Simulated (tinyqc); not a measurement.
Electron-beam lithography: double-Gaussian proximity function, edge placement and dose correction for parallel lines: one step, computed by the program tinyqc. Command: `OMP_NUM_THREADS=1 python tinyqc.py 3111725 3111726 out.jsonl proximity walk`. One thread of a shared host (Intel(R) Xeon(R) Processor @ 2.30GHz), about 0.01 s of CPU time with the checks.

Lines are infinitely long. Absorbed energy is counted so that the middle of a very large area written at dose 1 receives 1; the resist develops where it exceeds 1/2.

Question. Dose correction. Uncorrected edge energies are M 1. Solve M d = 1/2 for the doses d that put the mean edge energy of every line at the threshold.

M:
```
           1          2          3          4
1  0.2911482  0.0243639  0.0051839  0.0136617
2  0.0115585  0.3041468  0.0057900  0.0156791
3  0.0095331  0.0224406  0.2857593  0.0184971
4  0.0086506  0.0209154  0.0063661  0.2979696
```

Give: edge energies at dose 1; corrected doses; largest over smallest dose.

Answer.

edge energies at dose 1: 1 0.3344, 2 0.3372, 3 0.3362, 4 0.3339

corrected doses: 1 1.497, 2 1.482, 3 1.486, 4 1.499

largest over smallest dose = 1.012
